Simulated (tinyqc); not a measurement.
Inside a calculation: phonon-assisted absorption at an indirect gap. Values are carried at full precision from step to step, so a last printed digit may differ when a step is redone from the rounded ones.

alpha(E) = sum_j A_j [N_j (E - Eg + w_j)^2 + (N_j + 1)(E - Eg - w_j)^2], each bracket counted only where its base is positive; N_j = 1/(exp(w_j/kB T) - 1). The first term absorbs a phonon and the second emits one; excitons and direct transitions are left out.

Constants: kB = 8.617333262e-05 eV/K.

Inputs chosen for the exercise (loosely those of GaP at room temperature; Eg is not tied to T; the results hold for these values, not for the real material): Eg = 2.294 eV (indirect gap, held fixed unless listed); w = (46, 12.8) meV (two zone-edge phonons); A = (5800, 380) 1/(cm eV^2) (their strengths); T = 500 K; E = 2.531 eV (photon energy); nr = 3.47 (refractive index); d = 0.64 micrometre (thickness); xj = 0.28 micrometre (dead layer at the surface); W = 2.2 micrometre (depleted width); L = 7.6 micrometre (minority diffusion length below it).

## The four branches at one energy

Evaluate the occupations and each term.

N_j: 0.5240  2.891

terms with phonon absorption (1/cm): 243.4  68.55

terms with phonon emission (1/cm): 322.5  74.32

alpha = 708.7 1/cm
wavelength hc/E (hc = 1239.841984 eV nm) = 489.9 nm

Phonon absorption supplies 44.0 % of alpha; the depth 1/alpha is 14.1 micrometre.

## What a slab does with it

Slab of thickness d in air, incoherent passes: R = ((nr - 1)/(nr + 1))^2, x = exp(-alpha d); transmitted Tr = (1 - R)^2 x/(1 - R^2 x^2), reflected Rt = R + (1 - R)^2 R x^2/(1 - R^2 x^2), absorbed Ab = (1 - R)(1 - x)/(1 - R x).

d in cm is 1e-4 times the value in micrometres.

R = 0.3053
x = 0.9557
Tr = 0.5041
Rt = 0.4524
Ab = 0.0435

A single pass would absorb (1 - R)(1 - x) = 0.0308; the back face adds 0.0127.

## Quantum efficiency of a diode

Photodiode (Gaertner form with a dead layer): QE = (1 - R) exp(-alpha xj) [1 - exp(-alpha W)/(1 + alpha L)], R = ((nr - 1)/(nr + 1))^2; responsivity = QE/E in A/W for E in eV.

Evaluate the factors; 1 micrometre = 1e-4 cm.

passes the dead layer = 0.9804
collected share = 0.4439
QE = 0.3023
responsivity = 0.1194 A/W

Without diffusion from below the collected share would be 0.1444.

## Checks

- Tr + Rt + Ab against 1: both 1.000000.

(tinyqc, `OMP_NUM_THREADS=1 python tinyqc.py 1650371 1650372 out.jsonl`, Intel(R) Xeon(R) Processor @ 2.30GHz, 1 thread, shared host, about 0.01 s.)
